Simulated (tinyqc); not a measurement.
Polarisation charge from two barrier thicknesses.

Problem. Voff = phiB - dEc - q sigma d/(eps0 eb). Find sigma, phiB - dEc and the thickness at which Voff = 0.

Constants: q = 1.602176634e-19 C, eps0 = 8.8541878128e-14 F/cm where lengths are in cm. Results are converted to the units shown.

Voff at d = 16 and 28 nm (V): -4.4326187  -8.3191327
eb = 9.1979000

Answer. Voff is a straight line in d: its slope is -q sigma/(eps0 eb) and its intercept phiB - dEc.

sigma = 1.65e13 cm^-2
phiB - dEc = 0.749 V
thickness for Voff = 0 = 2.31 nm

Program tinyqc, `OMP_NUM_THREADS=1 python tinyqc.py 2180169 2180170 out.jsonl`; Intel Xeon 2.30GHz, shared host, one thread, about 0.01 s.
